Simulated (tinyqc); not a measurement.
Cyclotron masses against the field direction: averaged masses of warped heavy- and light-hole bands.

Four-band hole energies E = c k^2 f(u), c = hbar^2/2m0, f = g1 -/+ 2 sqrt(g2^2 + 3 (g3^2 - g2^2) s), s = ux^2 uy^2 + uy^2 uz^2 + uz^2 ux^2 for the unit vector u; minus for heavy, plus for light holes; the mass along u is 1/f.

Inputs chosen for the exercise (out of a larger set: near those of InP; not measured data): g1 = 5.08 (Luttinger gamma1); g2 = 1.59 (gamma2); g3 = 2.09 (gamma3).

For the central orbit m_cyc is the mean of 1/f(u) over the directions u normal to B (360 points on the circle). B lies in the (1-10) plane at the angle from [001]; 54.7 degrees is [111], 90 is [110].

Masses (m0):

| angle (degrees) | heavy | light |
|---|---|---|
| 0.0 | 0.6884 | 0.1156 |
| 15.0 | 0.7228 | 0.1146 |
| 30.0 | 0.8078 | 0.1125 |
| 45.0 | 0.8769 | 0.1110 |
| 54.7 | 0.8879 | 0.1107 |
| 70.0 | 0.8767 | 0.1113 |
| 90.0 | 0.8657 | 0.1121 |

What can be read from this table?

The heavy mass is smallest at 0 and largest at 54.7 degrees of the angles listed, a spread of 29 %; the light mass varies by 4.5 %. The orbit normal to [001] has s between 0 and 1/4, the orbit normal to [111] has s = 1/4 all round, which gives 1/(g1 - sqrt(g2^2 + 3 g3^2)) = 0.8879. This is the classical limit; low Landau levels of holes depart from it.

Computed by tinyqc, a small Python program: `OMP_NUM_THREADS=1 python tinyqc.py 1050738 1050739 out.jsonl` (the numbers bound the seed that draws the inputs); one thread of a shared host (Intel(R) Xeon(R) Processor @ 2.30GHz), about 0.01 s for the whole set of steps.
